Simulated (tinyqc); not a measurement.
## Intrinsic and extrinsic failures together

All devices wear out with slope 3 and scale t63; the share 0.01 also has a flaw with slope 0.55 and scale 0.1 t63: 1 - F = exp(-(t/t63)^3) [1 - 0.01 + 0.01 exp(-(t/(0.1 t63))^0.55)]. W = ln(-ln(1 - F)); the local slope is dW/d ln t.

Inputs (values chosen for the exercise):

| symbol | value | unit | meaning |
|---|---|---|---|
| t63 | 93 | s | characteristic time of a test capacitor |

Result of one run:

| t (s) | F | W | local slope | F of wear-out alone |
|---|---|---|---|---|
| 0.0037 | 1.339e-4 | -8.918 | 0.5463 | 6.297e-14 |

What becomes of these results when the time t is changed from 0.0037 to 1.5 s, all else the same?

Result of the changed run:

| t (s) | F | W | local slope | F of wear-out alone |
|---|---|---|---|---|
| 1.5 | 0.003073 | -5.783 | 0.4595 | 4.196e-6 |

The whole series:

| t (s) | F | W | local slope | F of wear-out alone |
|---|---|---|---|---|
| 0.0011 | 6.896e-5 | -9.582 | 0.5481 | 1.655e-15 |
| 0.0037 | 1.339e-4 | -8.918 | 0.5463 | 6.297e-14 |
| 0.012 | 2.543e-4 | -8.277 | 0.5430 | 2.148e-12 |
| 0.04 | 4.872e-4 | -7.627 | 0.5365 | 7.957e-11 |
| 0.13 | 9.108e-4 | -7.001 | 0.5244 | 2.731e-9 |
| 0.44 | 0.001703 | -6.374 | 0.5008 | 1.059e-7 |
| 1.5 | 0.003073 | -5.783 | 0.4595 | 4.196e-6 |
| 4.9 | 0.005194 | -5.258 | 0.4537 | 1.463e-4 |
| 16 | 0.01244 | -4.380 | 1.375 | 0.005079 |
| 54 | 0.1854 | -1.584 | 2.869 | 0.1778 |
| 180 | 0.9993 | 1.982 | 2.996 | 0.9993 |

The local slope goes from 0.548 through a minimum of 0.454 (at t = 4.9 s among the rows listed) to 3.00. At early times the flawed share sets F, 4.17e10 times the wear-out value in the first row, so a line fitted to the steep upper part says nothing about low percentiles.

tinyqc, about 0.01 s, one thread, Intel Xeon 2.30GHz (shared host): `OMP_NUM_THREADS=1 python tinyqc.py 2070140 2070141 out.jsonl`
